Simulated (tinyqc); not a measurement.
Out-diffusion of a doped substrate or buried layer into a growing epitaxial film: one step, computed by the program tinyqc.

x is counted from the original substrate surface into the film, whose surface moves as x = v t. Substrate dopant has one diffusivity; the dopant of the film is taken as uniform.

Problem. Profile in the film. After growth and the later budget: l2 = 2 sqrt(D t + (Dt)2); C(x) = (C_s/2) erfc(x/l2) + share x C_s exp(-x/decay length) for x > 0 (autodoping taken as unchanged by the later budget). The transition x_t solves C(x) = C_e, the metallurgical junction. Positions are 0.05, 0.2, 0.4, 0.6, 0.8, 1, 1.25 and 1.5 of x_t with autodoping (any beyond the film thickness are formal); net doping = |C - C_e|.

Inputs (values chosen for the exercise, modelled on antimony in silicon):
```
quantity                                            value    unit
substrate concentration C_s                       4.2e+18  1/cm^3
film doping C_e                                   3.7e+15  1/cm^3
growth temperature T                                 1100       C
autodoping level at the start, as a share of C_s    1e-05       -
decay length of autodoping                           0.18      um
```

Film doping: opposite type.

x_t with autodoping = 0.1975798 um

length l2 = 0.08930588 um

Give: Concentrations (1/cm^3).

Solution.

Concentrations (1/cm^3):
```
x/x_t  x (um)  diffusion  autodoping  net doping
0.05   0.0099  1.839e+18   3.976e+13   1.835e+18
0.20   0.0395  1.116e+18   3.372e+13   1.112e+18
0.40   0.0790  4.426e+17   2.707e+13   4.389e+17
0.60   0.1185  1.270e+17   2.174e+13   1.233e+17
0.80   0.1581  2.586e+16   1.745e+13   2.218e+16
1.00   0.1976  3.686e+15   1.401e+13           0
1.25   0.2470  1.930e+14   1.065e+13   3.496e+15
1.50   0.2964  5.648e+12   8.094e+12   3.686e+15
```
